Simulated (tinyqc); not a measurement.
Conductivities from two wire lengths.

Inverse problem. A wire with uniform heating p0 per length and ends at the substrate temperature has theta(L/2) = (p0/g)[1 - 1/cosh(L/(2 LH))], LH = sqrt(kap A/g). Find LH, g and kap.

Values chosen for this exercise:
- A = 300 nm^2 (cross-section)
- p0 = 0.097 uW/nm (peak heating per length)

theta at the middle for L = 320 and 640 nm (K): 34.805997  71.902510

Solution. With c = cosh(L1/(2 LH)) the longer wire has 2 c^2 - 1. The ratio of the two rises falls steadily from 4 to 1 as c grows, so it fixes c; g and kap follow.

LH = 157.8 nm
g = 1.000 W/(m K)
kap = 83.00 W/(m K)

Computed by the program tinyqc: `OMP_NUM_THREADS=1 python tinyqc.py 2520131 2520132 out.jsonl`, one thread of a shared Intel Xeon 2.30GHz, about 0.01 s for the whole run.
